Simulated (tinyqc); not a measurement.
Frequency dispersion of an accumulation capacitance by border traps, distributed model: two steps of the calculation.

Traps spread evenly through the insulator exchange electrons with the semiconductor by tunnelling, with tau(x) = t0 exp(2 ka x) at depth x from the interface. The admittance per area Y seen at depth x obeys dY/dx = -Y^2/(i w eps0 eox) + q Nb ln(1 + i w tau)/tau, with Y(0) = i w Cs and w = 2 pi f; the gate sees Y(tox) = G + i w C. Working variable y = Y/(i w), in uF/cm^2. Cox = eps0 eox/tox.

Values chosen for this exercise; permittivity close to that of silicon dioxide:
- eox = 3.81 (relative permittivity of the insulator)
- tox = 7.2 nm (insulator thickness)
- Cs = 4.7 uF/cm^2 (semiconductor capacitance in accumulation)
- Nb = 5.1e19 cm^-3 eV^-1 (density of border traps)
- ka = 5.3 1/nm (decay constant of the wave function in the insulator)
- t0 = 8e-10 s (time constant of a trap at the interface)
- f = 1e6 Hz (frequency)
- xe = 0.97 nm (depth down to which the steps are taken)

Constants: q = 1.602176634e-19 C, eps0 = 8.8541878128e-14 F/cm where lengths are in cm. Results are converted to the units shown.

Problem 1. Scales and lumped estimate. Cox; trap-free value 1/(1/Cox + 1/Cs); response depth d = ln(1/(w t0))/(2 ka), where w tau = 1; lumped estimate: all traps within d act as C_bt = q Nb d placed at d/2, so C = 1/{1/[1/(1/Cs + d/(2 eps0 eox)) + C_bt] + (tox - d/2)/(eps0 eox)}.

Give: Cox; trap-free C; d; C_bt; lumped C.

Solution 1.

Cox = 0.4685 uF/cm^2
trap-free C = 0.4261 uF/cm^2
d = 0.4993 nm
C_bt = 0.4080 uF/cm^2
lumped C = 0.4316 uF/cm^2

The traps within reach amount to 0.0868 Cs and lie in the first 6.94 % of the insulator.

Problem 2. Capacitance and conductance at the gate. Beyond xe the traps are ignored, so 1/y(tox) = 1/y(xe) + (tox - xe)/(eps0 eox); C = Re y, G/w = -Im y, loss tangent G/(w C).

y at xe = 2.1875833-0.0672504i uF/cm^2

Wanted: y at the gate; C; G/w; loss tangent.

Solution 2.

y at the gate = 0.43411-0.00265i uF/cm^2
C = 0.43411 uF/cm^2
G/w = 0.0026459 uF/cm^2
loss tangent = 0.0060950

tinyqc, about 0.6 s, one thread, Intel Xeon 2.30GHz (shared host): `OMP_NUM_THREADS=1 python tinyqc.py 2202103 2202104 out.jsonl`
